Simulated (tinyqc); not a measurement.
From results back to parameters: two-level Kane dispersion of a narrow-gap semiconductor. Two cases, with inputs chosen for the exercise.

Problem. In the two-level Kane model E = Eg/2 + sqrt(Eg^2/4 + (2/3) Ep c k^2), c = hbar^2/2m0, and the momentum mass is m(k) = (3/(2 Ep)) sqrt(Eg^2 + (8/3) Ep c k^2). It is given at the Fermi wave vectors kF = (3 pi^2 n)^(1/3) of two densities (1 cm^-3 = 1e-24 angstrom^-3).

Constants: hbar^2/2m0 = 3.80998211 eV angstrom^2.

Find: kF^2; Ep; edge mass; |Eg|.

Method. m^2 = m0*^2 + (6 c/Ep) kF^2 is a straight line in kF^2: the slope gives Ep, the intercept the edge mass, and |Eg| = (2/3) Ep m0*. The sign of Eg does not enter. The two-level form takes Dso as infinite, which overstates the mass where Dso is not large against Eg.

Case 1.

Values chosen (out of a larger set: near those of InSb; not measured data): n12 = (1.8e+16, 1.8e+18) cm^-3 (two densities).

masses at the two densities (m0): 0.01737504  0.04005622

Solution.

kF^2 (1/angstrom^2): 6.5735e-05  0.0014162

Ep = 23.7 eV
edge mass = 0.01544 m0
|Eg| = 0.244 eV

Case 2.

Values chosen (out of a larger set: near those of InAs; not measured data): n12 = (1.8e+15, 2.5e+17) cm^-3 (two densities).

masses at the two densities (m0): 0.02940895  0.03551111

Solution.

kF^2 (1/angstrom^2): 1.4162e-05  0.00037982

Ep = 21.1 eV
edge mass = 0.02915 m0
|Eg| = 0.410 eV

Computed by tinyqc, one run a case: `OMP_NUM_THREADS=1 python tinyqc.py N N+1 out.jsonl` with N = 1081058, 1081088; one thread of a shared Intel(R) Xeon(R) Processor @ 2.30GHz, about 0.01 s a run at most.
